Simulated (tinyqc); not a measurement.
Hopping conduction between localised states: one step, computed by the program tinyqc.

Energies are counted from the Fermi level. A small network shows the mechanism; the laws of an infinite system follow.

Task: Critical path. Critical exponent s_c: the smallest value such that bonds with s_ij <= s_c connect site 1 with site 8.

Inputs (values chosen for the exercise, for a model impurity band): temperature T = 180 K.

Dimension: 3D.

s_ij:
$$\begin{pmatrix}
0.00000 & 4.79009 & 4.71394 & 6.87157 & 8.12245 & 10.75320 & 11.24562 & 13.40218 \\
4.79009 & 0.00000 & 3.01198 & 5.65380 & 7.26947 & 10.43778 & 10.67387 & 12.59873 \\
4.71394 & 3.01198 & 0.00000 & 4.01717 & 5.44657 & 8.49378 & 8.71245 & 10.79421 \\
6.87157 & 5.65380 & 4.01717 & 0.00000 & 2.03096 & 5.52018 & 6.24441 & 7.19088 \\
8.12245 & 7.26947 & 5.44657 & 2.03096 & 0.00000 & 3.61894 & 4.66092 & 5.46075 \\
10.75320 & 10.43778 & 8.49378 & 5.52018 & 3.61894 & 0.00000 & 2.43069 & 4.39694 \\
11.24562 & 10.67387 & 8.71245 & 6.24441 & 4.66092 & 2.43069 & 0.00000 & 4.30772 \\
13.40218 & 12.59873 & 10.79421 & 7.19088 & 5.46075 & 4.39694 & 4.30772 & 0.00000
\end{pmatrix}$$

Give: critical exponent s_c.

Result:

critical exponent s_c = 4.714
